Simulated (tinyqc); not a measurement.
Worked calculation: lattice vibrations of a chain. One step of it, computed by the program tinyqc.

Question. Frequencies. omega^2 are the eigenvalues; wavenumber = 521.4708 sqrt(eigenvalue) 1/cm.

D(q) (eV/(angstrom^2 u)):
```
[[2.167347, -1.144229, 0.000000, 1.323289+0.252431i],
 [-1.144229, 1.682353, -0.297839, 0.000000],
 [0.000000, -0.297839, 0.380531, -0.575367],
 [1.323289-0.252431i, 0.000000, -0.575367, 3.303704]]
```

Give: eigenvalues; wavenumbers; weights |e|^2 of the mass-weighted modes.

Answer.

eigenvalues: [0.2084, 0.4639, 2.4626, 4.3990]

wavenumbers (1/cm): [238.1, 355.2, 818.3, 1093.7]

weights |e|^2 of the mass-weighted modes, order atom 1, atom 2, atom 3, atom 4:
```
[[0.0094, 0.4696, 0.1777, 0.3433],
 [0.0343, 0.4060, 0.5036, 0.0561],
 [0.9157, 0.0174, 0.0583, 0.0087],
 [0.0406, 0.1070, 0.2605, 0.5920]]
```
